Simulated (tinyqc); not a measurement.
# Tunnel coupling from the slope of the charge transition

Inverse problem. In a double dot with one electron the occupation changes at zero detuning with the slope tanh(tc/kB T)/(4 tc). Find kB T, tc and 2 tc/h.

Parameters, values chosen for the exercise: electron temperature T = 0.07 K.

Constants: q = 1.602176634e-19 C, kB = 1.380649e-23 J/K, h = 6.62607015e-34 J s, Vt = kB T/q. Results are converted to the units shown.

dP_R/d(ep) at ep = 0 = 0.0089269120 1/ueV

Solution. The slope falls steadily with tc from 1/(4 kB T), so there is one root.

kB T = 6.03 ueV
tc = 28.0 ueV
2 tc/h = 13.5 GHz

Computed by the program tinyqc: `OMP_NUM_THREADS=1 python tinyqc.py 2470040 2470041 out.jsonl`, one thread of a shared Intel Xeon 2.30GHz, about 0.01 s for the whole run.
